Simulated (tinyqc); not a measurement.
Worked calculation: plane-wave Kohn-Sham cycle with exchange-only LDA in a layered model solid. Computed by tinyqc, a small Python program that keeps every step. Settings: points = 16, plane-wave index or count = 2, electrons = 4, k points = 4, area = 20.0, mixing = 0.3, iteration cap = 73. Command: `OMP_NUM_THREADS=1 python tinyqc.py 24191 24192 out.jsonl` (the two numbers bound the seeds that draw the settings). One thread of a shared host (Intel(R) Xeon(R) Processor @ 2.60GHz), about 0.03 s of CPU time with the checks.

A solid whose potential varies along x alone (atomic units):

| parameter | value |
|---|---|
| period a | 16.600000 |
| cross-section of the cell | 20.000000 |
| electrons per cell | 4 |
| grid points | 16 |
| plane waves -n..n, n | 2 |
| k points | 4 |
| V1 in V1 cos(2 pi x/a) | -0.770000 |
| V2 in V2 cos(4 pi x/a) | -0.220000 |

Stop when sqrt(dV sum R^2) is below 1e-8, dV = a A/N.

Course of the cycle:

| iteration | E (hartree) | norm of the residual |
|---|---|---|
| 1 | -2.40213133 | 2.19e-01 |
| 2 | -1.48283725 | 1.47e-01 |
| 3 | -1.29917899 | 1.63e-01 |
| 4 | -1.34194180 | 1.29e-01 |
| 5 | -1.31345608 | 1.44e-01 |
| 6 | -1.31255774 | 1.28e-01 |
| 7 | -1.31444743 | 1.37e-01 |
| 8 | -1.30907650 | 1.30e-01 |
| 9 | -1.31256108 | 1.33e-01 |
| 10 | -1.30947976 | 1.31e-01 |
| 11 | -1.31133620 | 1.32e-01 |
| ... | ... | ... |
| 63 | -1.31044183 | 1.31e-01 |
| 64 | -1.31027778 | 1.31e-01 |
| 65 | -1.31044183 | 1.31e-01 |
| 66 | -1.31027778 | 1.31e-01 |
| 67 | -1.31044183 | 1.31e-01 |
| 68 | -1.31027778 | 1.31e-01 |
| 69 | -1.31044183 | 1.31e-01 |
| 70 | -1.31027778 | 1.31e-01 |
| 71 | -1.31044183 | 1.31e-01 |
| 72 | -1.31027778 | 1.31e-01 |
| 73 | -1.31044183 | 1.31e-01 |

Can the last value be used, and what does the course show?

Not by the stop rule. Not converged within 73 iterations: the residual has stopped falling: the iteration swings between two states. Reruns (cap 100 unless said): mixing 0.1: not converged; mixing 0.5, Kerker q0 1.0: converged in 75 (E = -1.19602); mixing 0.3, Pulay depth 5: not converged; the original settings with a cap of 400: not converged.
